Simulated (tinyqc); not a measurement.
Inside a calculation. Method: plane-wave Kohn-Sham cycle with exchange-only LDA in a layered model solid. Computed by tinyqc, a small Python program that keeps every step. Settings: points = 16, plane-wave index or count = 3, electrons = 2, k points = 4, area = 32.0, mixing = 0.8, iteration cap = 65. Command: `OMP_NUM_THREADS=1 python tinyqc.py 24308 24309 out.jsonl` (the two numbers bound the seeds that draw the settings). One thread of a shared host (Intel(R) Xeon(R) Processor @ 2.60GHz), about 0.01 s of CPU time with the checks. Later iterations appear only in the table of the cycle.

## Iteration 1: potential

A solid whose potential varies along x alone (atomic units):
```
parameter                      value
period a                    4.700000
cross-section of the cell  32.000000
electrons per cell                 2
grid points                       16
plane waves -n..n, n               3
k points                           4
V1 in V1 cos(2 pi x/a)     -0.470000
V2 in V2 cos(4 pi x/a)     -0.170000
```

density at the start, on the grid x_j = j a/N (e/bohr^3): 0.01329787  0.01329787  0.01329787  0.01329787  0.01329787  0.01329787  0.01329787  0.01329787  0.01329787  0.01329787  0.01329787  0.01329787  0.01329787  0.01329787  0.01329787  0.01329787

V_H(G) = 4 pi rho(G)/G^2 for G != 0 (uniform background); v_x = -(3 rho/pi)^(1/3); V = V_ext + V_H + v_x; Fourier components f(G_m) = (1/N) sum_j f(x_j) exp(-i G_m x_j).

Potentials on the grid (hartree):
```
x             V_ext       V_H        v_x          V
0.000000  -0.640000  0.000000  -0.233302  -0.873302
0.293750  -0.554432  0.000000  -0.233302  -0.787733
0.587500  -0.332340  0.000000  -0.233302  -0.565642
0.881250  -0.059653  0.000000  -0.233302  -0.292955
1.175000   0.170000  0.000000  -0.233302  -0.063302
1.468750   0.300069  0.000000  -0.233302   0.066768
1.762500   0.332340  0.000000  -0.233302   0.099039
2.056250   0.314015  0.000000  -0.233302   0.080714
2.350000   0.300000  0.000000  -0.233302   0.066698
2.643750   0.314015  0.000000  -0.233302   0.080714
2.937500   0.332340  0.000000  -0.233302   0.099039
3.231250   0.300069  0.000000  -0.233302   0.066768
3.525000   0.170000  0.000000  -0.233302  -0.063302
3.818750  -0.059653  0.000000  -0.233302  -0.292955
4.112500  -0.332340  0.000000  -0.233302  -0.565642
4.406250  -0.554432  0.000000  -0.233302  -0.787733
```

V(G_m), m = 0, 1, 2, ... (hartree): -0.233302  -0.235000  -0.085000  0.000000  0.000000  0.000000  0.000000

## Iteration 1: Hamiltonian at one k

k = 0.125000 2 pi / a

H(m,m') = (k + G_m)^2/2 delta + V(G_m - G_m'), with V(-G) = V(G).

H (hartree):
```
           -3         -2         -1         +0         +1         +2         +3
-3   7.152705  -0.235000  -0.085000   0.000000   0.000000   0.000000   0.000000
-2  -0.235000   2.908195  -0.235000  -0.085000   0.000000   0.000000   0.000000
-1  -0.085000  -0.235000   0.450846  -0.235000  -0.085000   0.000000   0.000000
+0   0.000000  -0.085000  -0.235000  -0.219339  -0.235000  -0.085000   0.000000
+1   0.000000   0.000000  -0.085000  -0.235000   0.897637  -0.235000  -0.085000
+2   0.000000   0.000000   0.000000  -0.085000  -0.235000   3.801776  -0.235000
+3   0.000000   0.000000   0.000000   0.000000  -0.085000  -0.235000   8.493077
```

## Iteration 1: levels at that k

Diagonalise the Hermitian matrix.

eigenvalues (hartree): -0.354738  0.507050  0.930136  2.919731  3.810734  7.166456  8.505529

## Iteration 1: new density

Motion across x is left out: the lowest 1 band(s) hold two electrons at each of the k points (j + 1/2)/nk - 1/2. Residual R = rho(out) - rho(in); rho(new) = rho(in) + 0.8 R. rho(out) = 2/(a A nk) sum |psi|^2 with psi = sum c exp(i G x). Harris energy E = band energy - dV sum rho (V_H/2 + v_x) + (3/4) dV sum rho v_x with rho(in), dV = a A/N, band energy = (2/nk) sum of the filled levels.

rho(out) (e/bohr^3): 0.03275153  0.02989029  0.02297169  0.01536193  0.00940868  0.00559932  0.00343246  0.00233995  0.00200580  0.00233995  0.00343246  0.00559932  0.00940868  0.01536193  0.02297169  0.02989029

density after iteration 1 (e/bohr^3): 0.02886080  0.02657181  0.02103693  0.01494912  0.01018652  0.00713903  0.00540554  0.00453153  0.00426422  0.00453153  0.00540554  0.00713903  0.01018652  0.01494912  0.02103693  0.02657181

energy per cell = -0.54685853 hartree

## Iteration 2: potential

As before.

Potentials on the grid (hartree):
```
x             V_ext        V_H        v_x          V
0.000000  -0.640000   0.088217  -0.302060  -0.853843
0.293750  -0.554432   0.079994  -0.293853  -0.768291
0.587500  -0.332340   0.057676  -0.271843  -0.546507
0.881250  -0.059653   0.027012  -0.242584  -0.275225
1.175000   0.170000  -0.005570  -0.213468  -0.049038
1.468750   0.300069  -0.034936  -0.189614   0.075519
1.762500   0.332340  -0.057743  -0.172824   0.101773
2.056250   0.314015  -0.072069  -0.162957   0.078989
2.350000   0.300000  -0.076943  -0.159687   0.063370
2.643750   0.314015  -0.072069  -0.162957   0.078989
2.937500   0.332340  -0.057743  -0.172824   0.101773
3.231250   0.300069  -0.034936  -0.189614   0.075519
3.525000   0.170000  -0.005570  -0.213468  -0.049038
3.818750  -0.059653   0.027012  -0.242584  -0.275225
4.112500  -0.332340   0.057676  -0.271843  -0.546507
4.406250  -0.554432   0.079994  -0.293853  -0.768291
```

V(G_m), m = 0, 1, 2, ... (hartree): -0.222252  -0.229252  -0.086549  -0.000050  0.000057  -0.000001  0.000000

## Iteration 2: Hamiltonian at one k

k = 0.125000 2 pi / a

As before.

H (hartree):
```
           -3         -2         -1         +0         +1         +2         +3
-3   7.163755  -0.229252  -0.086549  -0.000050   0.000057  -0.000001   0.000000
-2  -0.229252   2.919244  -0.229252  -0.086549  -0.000050   0.000057  -0.000001
-1  -0.086549  -0.229252   0.461896  -0.229252  -0.086549  -0.000050   0.000057
+0  -0.000050  -0.086549  -0.229252  -0.208290  -0.229252  -0.086549  -0.000050
+1   0.000057  -0.000050  -0.086549  -0.229252   0.908687  -0.229252  -0.086549
+2  -0.000001   0.000057  -0.000050  -0.086549  -0.229252   3.812826  -0.229252
+3   0.000000  -0.000001   0.000057  -0.000050  -0.086549  -0.229252   8.504127
```

## Iteration 2: levels at that k

As before.

eigenvalues (hartree): -0.338489  0.515492  0.940345  2.930413  3.821502  7.176928  8.516054

## Iteration 2: new density

As before.

rho(out) (e/bohr^3): 0.03256883  0.02973718  0.02288954  0.01535540  0.00945620  0.00567448  0.00351661  0.00242443  0.00208945  0.00242443  0.00351661  0.00567448  0.00945620  0.01535540  0.02288954  0.02973718

density after iteration 2 (e/bohr^3): 0.03182722  0.02910411  0.02251902  0.01527414  0.00960227  0.00596739  0.00389439  0.00284585  0.00252441  0.00284585  0.00389439  0.00596739  0.00960227  0.01527414  0.02251902  0.02910411

energy per cell = -0.53934798 hartree

## Convergence

Stop when sqrt(dV sum R^2) is below 1e-8, dV = a A/N.

Course of the cycle:
```
iteration  E (hartree)  norm of the residual
1          -0.54685853              1.31e-01
2          -0.53934798              2.51e-02
3          -0.53943266              5.03e-03
4          -0.53944883              1.04e-03
5          -0.53944977              2.20e-04
6          -0.53944981              4.65e-05
7          -0.53944981              9.85e-06
8          -0.53944981              2.09e-06
9          -0.53944981              4.45e-07
10         -0.53944981              9.50e-08
11         -0.53944981              2.03e-08
12         -0.53944981              4.36e-09
```

Converged in 12 iterations. Before convergence this energy mixes input and output and is not variational, so it may rise towards its limit.
